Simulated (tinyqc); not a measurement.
Permeation of metal atoms or ions through a thin barrier or dielectric: time lag, field-aided drift and lifetime. Changing the critical dose Q_c. Computed by tinyqc, a small Python program. Command: `OMP_NUM_THREADS=1 python tinyqc.py 3020230 3020231 out.jsonl barrier sweep`. One thread of a shared host (Intel(R) Xeon(R) Processor @ 2.30GHz), about 0.04 s of CPU time with the checks.

The film 0 < x < d is empty at first; C = C0 at x = 0 and C = 0 at x = d. dC/dt = D d2C/dx2 - v dC/dx with drift v = D z e V/(k_B T d) (uniform field, no space charge).

Inputs (values chosen for the exercise, for a model case: doubly charged vacancies through an oxide):
```
quantity                                   value    unit
thickness d                                   13      nm
prefactor D0                             4.3e-06  cm^2/s
activation energy E                         1.21      eV
concentration at the source side C0      8.5e+14  1/cm^3
charge number z                                2       -
voltage V (positive drives ions across)      0.1       V
test temperature T                           275       C
use temperature T_u                           85       C
```

Constants: k_B = 8.617333262e-05 eV/K.

Method:
- D = D0 exp(-E/(k_B T)); time scale d^2/D; Peclet number P = z V/(k_B T), k_B T in eV; 1 nm = 1e-7 cm.
- Temperatures in kelvin are T(C) + 273.15.
- Steady flux J = (D C0/d) P/(1 - exp(-P)); time lag in units of d^2/D: s_L = [P (1 + exp(-P))/(1 - exp(-P)) - 2]/P^2 (P = 0: J = D C0/d, s_L = 1/6).
- Dose through the film Q(s) = C0 d {f (s - s_L) - 2 exp(P/2) sum_(n=1..200) (-1)^n n^2 pi^2 exp(-l_n s)/l_n^2}, l_n = n^2 pi^2 + P^2/4, f = P/(1 - exp(-P)) the relative flux.
- Solve Q = Q_c for s. At the use temperature D and P take T_u, with the same C0 and V; 1 year = 3.15576e7 s.

One run for each value:
```
critical dose Q_c (1/cm^2)  failure time at T (s)  s at the critical dose  failure time at T_u (years)
1.00e+04                                1.373e+03                   0.026                           32
1.00e+05                                1.738e+03                   0.033                           40
1.00e+06                                2.339e+03                   0.045                           52
1.00e+07                                3.482e+03                   0.066                           74
1.00e+08                                6.281e+03                   0.120                          126
1.00e+09                                1.786e+04                   0.341                          325
1.00e+10                                1.173e+05                   2.238                         1989
```

Over the rows, failure time at T (s) rises from 1370 to 117000 (exponent d ln y / d ln x 0.10 between the first rows and 0.82 between the last); s at the critical dose rises from 0.0262 to 2.24 (exponent d ln y / d ln x 0.10 between the first rows and 0.82 between the last); failure time at T_u (years) rises from 31.8 to 1990 (exponent d ln y / d ln x 0.095 between the first rows and 0.79 between the last).

Caution (all rows): grain boundaries, pinholes, trapping and space charge are left out; thin real barriers usually fail at defects.
